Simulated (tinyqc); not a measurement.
Atomic layer deposition: Langmuir saturation, growth per cycle and coating of deep features. Changing the pulse time t. Computed by tinyqc, a small Python program. Command: `OMP_NUM_THREADS=1 python tinyqc.py 3014704 3014705 out.jsonl ald sweep`. One thread of a shared host (Intel(R) Xeon(R) Processor @ 2.30GHz), about 0.04 s of CPU time with the checks.

Precursor A sticks only on free sites, so a long enough pulse saturates; co-reactant B then frees the sites again.

Inputs (values chosen for the exercise, modelled on hafnium oxide from an amide and water):

| quantity | value | unit |
|---|---|---|
| precursor mass M | 411 | u |
| site density q | 3 | 1/nm^2 |
| growth per cycle at saturation G | 1 | angstrom |
| sticking probability beta on free sites | 0.0064 | - |
| precursor pressure p | 23 | Pa |
| temperature T | 150 | C |
| co-reactant completion per pulse c_B | 0.99 | - |
| desorption energy E_d | 1.3 | eV |
| purge time t_p | 2.9 | s |
| aspect ratio a | 37 | - |

Feature: long trench.

Constants: u = 1.6605390666e-27 kg; k_B = 1.380649e-23 J/K; k_B = 8.617333262e-05 eV/K.

Method:
- Wall flux F = p/sqrt(2 pi M k_B T); rate of filling k_a = beta F/q; desorption k_d = 1e13 exp(-E_d/(k_B T)) per second. 1/m^2 = 1e-18/nm^2.
- Temperatures in kelvin are T(C) + 273.15.
- One cycle from coverage th0: pulse A gives th1 = th_s + (th0 - th_s) exp(-(k_a + k_d) t), th_s = k_a/(k_a + k_d); the purge leaves th2 = th1 exp(-k_d t_p); pulse B converts c_B th2 into film and leaves th3 = (1 - c_B) th2. Growth = G c_B th2.
- The periodic state has th0 = th3: th0 = (1 - c_B) e_p th_s (1 - e_a)/(1 - (1 - c_B) e_p e_a), with e_a = exp(-(k_a + k_d) t), e_p = exp(-k_d t_p).
- Share of impinging molecules used = q (th1 - th0)/(F t).
- Diffusion-limited filling (Gordon) of a long trench of width w, hydraulic diameter 2w, so that a is replaced by a/2 in the hole formula: t = (q/F)(1 + 19a/8 + 3a^2/8). Reaction-limited filling needs ln(100)/k_a at any depth, k_a = beta F/q. Flow is molecular. The front picture holds when the modulus (a/2) sqrt(beta) is well above 1.
- Depth reached by the given pulse: solve the same formula for a. Exposure = p x diffusion-limited time; 1 langmuir = 1.33322e-4 Pa s.

One run for each value:

| pulse time t (s) | growth per cycle (angstrom) | share of impinging molecules used | aspect ratio reached by the front in time t |
|---|---|---|---|
| 3.80e-05 | 0.01160 | 0.0063617 | 3.3611e-01 |
| 9.50e-05 | 0.02873 | 0.0063048 | 1.2641e+00 |
| 2.40e-04 | 0.07096 | 0.0061633 | 3.0270e+00 |
| 5.90e-04 | 0.16527 | 0.0058391 | 5.9750e+00 |
| 1.50e-03 | 0.36694 | 0.0050992 | 1.1015e+01 |
| 3.60e-03 | 0.66152 | 0.0038303 | 1.8567e+01 |
| 9.00e-03 | 0.92093 | 0.0021330 | 3.1037e+01 |
| 2.20e-02 | 0.97954 | 0.0009281 | 5.0210e+01 |
| 5.60e-02 | 0.98060 | 0.0003650 | 8.1926e+01 |
| 1.40e-01 | 0.98060 | 0.0001460 | 1.3134e+02 |

Describe and explain the trends.

Over the rows, growth per cycle (angstrom) rises from 0.0116 to 0.981; share of impinging molecules used falls from 0.00636 to 1.46e-4 (exponent d ln y / d ln x -0.0098 between the first rows and -1.00 between the last); aspect ratio reached by the front in time t rises from 0.336 to 131 (exponent d ln y / d ln x 1.4 between the first rows and 0.52 between the last). At the high end the exponent of growth per cycle is 0.00, close to 0: self-limiting growth. At the low end the exponent of growth per cycle is 0.99, close to 1: far from saturation. At the high end the exponent of share of impinging molecules used is -1.00, close to -1: after saturation more gas is wasted. At the low end the exponent of share of impinging molecules used is -0.01, close to 0: every molecule still finds free sites. At the high end the exponent of aspect ratio reached by the front in time t is 0.52, close to 0.50: the front moves as sqrt(t). Growth saturates once k_a t passes a few units, since A sticks only on free sites; longer pulses then serve only depth.

Caution (rows 3.80e-5, 9.50e-5, 2.40e-4, 5.90e-4, 0.00150, 0.00360): common pulse valves need about 10 ms, so a pulse this short is formal. Caution (rows 3.80e-5, 9.50e-5, 2.40e-4, 5.90e-4, 0.00150, 0.00360, 0.00900): the pulse is shorter than ln(100)/k_a, so even the open surface is not saturated and the depth reached has no meaning. Caution (rows 3.80e-5, 9.50e-5, 2.40e-4, 5.90e-4, 0.00150, 0.00360, 0.00900): the depth reached is formal here: it is under 4/sqrt(beta), so no sharp front has formed.
